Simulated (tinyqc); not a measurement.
# Thickness from two neighbouring fringes

Inverse problem. At normal incidence a transparent film with an index between those of air and substrate, taken as constant, has reflectance minima at 2 n1 d = (m + 1/2) lam (small phase shifts at the substrate neglected). Find d and the order m of the shorter wavelength.

Parameters, values chosen for the exercise: index of the transparent film n1 = 2.383.

wavelengths of two neighbouring reflectance minima (nm): [535, 617.30769]

Solution. Neighbouring orders differ by one: 2 n1 d (1/lam1 - 1/lam2) = 1.

d = 841.9 nm
m = 7

tinyqc, about 0.01 s, one thread, Intel Xeon 2.30GHz (shared host): `OMP_NUM_THREADS=1 python tinyqc.py 2870210 2870211 out.jsonl`
